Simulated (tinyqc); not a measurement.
Worked calculation: cyclotron resonance of ellipsoidal valleys, Ge type. Values are carried at full precision from step to step, so a last printed digit may differ when a step is redone from the rounded ones.

Valleys along [111], [-111], [1-11], [11-1], mass ml along the axis and mt across it. B lies in the (1-10) plane, b = (sin(theta)/sqrt2, sin(theta)/sqrt2, cos(theta)). For the angle phi between B and the axis, 1/mc^2 = cos^2(phi)/mt^2 + sin^2(phi)/(mt ml). Resonance: h nu = 2 muB B/mc, h = 2 pi hbar.

Constants: hbar = 6.58211957e-16 eV s; muB = 5.788381798e-05 eV/T.

Inputs chosen for the exercise (near those of Ge; the results hold for these values, not for the real material): theta = 16 degrees (angle of B from [001] towards [110]); ml = 1.664 m0 (longitudinal mass); mt = 0.08 m0 (transverse mass); nu = 35 GHz (microwave frequency); tau = 31 ps (scattering time).

## Angles to the valley axes

Give b and cos^2(phi) for each axis.

b: [0.1949, 0.1949, 0.9613]

cos^2(phi): [111] 0.6085, [-111] 0.3080, [1-11] 0.3080, [11-1] 0.1089

## Cyclotron masses and resonance fields

For each axis, mc and B = h nu mc/(2 muB).

Resonances:
```
axis    mc (m0)   B (T)
[111]    0.1010  0.1263
[-111]   0.1369  0.1712
[1-11]   0.1369  0.1712
[11-1]   0.2054  0.2568
```

3 distinct masses appear; the limits are mt = 0.08 (B along the axis) and sqrt(ml mt) = 0.3649 (B across it).

## The same from the mass tensor

For the valley along [11-1]: M = mt 1 + (ml - mt) a a^T, and mc^2 = det M/(b M b).

M (m0), rows x, y, z and columns alike:
$$\begin{pmatrix}
0.6080 & 0.5280 & -0.5280 \\
0.5280 & 0.6080 & -0.5280 \\
-0.5280 & -0.5280 & 0.6080
\end{pmatrix}$$

det M = 0.010650
b M b = 0.2524
mc = 0.2054 m0

## Line shape

For linear polarisation and one isotropic mass the absorbed power goes as P = [1 + (w^2 + wc^2) tau^2]/([1 + (wc^2 - w^2) tau^2]^2 + 4 w^2 tau^2), w = 2 pi nu. List it for wc/w = 0, 0.5, 0.8, 0.9, 1, 1.1, 1.2, 1.5 and 2, which is B over the resonance field.

w tau = 6.817

Power:
```
wc/w        P
0.0   0.02106
0.5   0.04436
0.8    0.1782
0.9    0.3443
1.0    0.5027
1.1    0.3438
1.2    0.1771
1.5   0.04134
2.0   0.01172
```

The largest listed value lies at wc/w = 1.0, 23.9 times the zero-field value. With w tau well above 1 the line is sharp, of relative half width about 1/(w tau). The closest two lines of this crystal are 35.6 % apart, so they are resolved.

## Checks

- Rotation frequency of dv/dt = -M^-1 (v x b) for the valley along [11-1], in units of e B/m0, against 1/mc: both 4.8685.

Computed by tinyqc, a small Python program: `OMP_NUM_THREADS=1 python tinyqc.py 1250492 1250493 out.jsonl` (the numbers bound the seed that draws the inputs); one thread of a shared host (Intel(R) Xeon(R) Processor @ 2.30GHz), about 0.01 s for the whole set of steps.
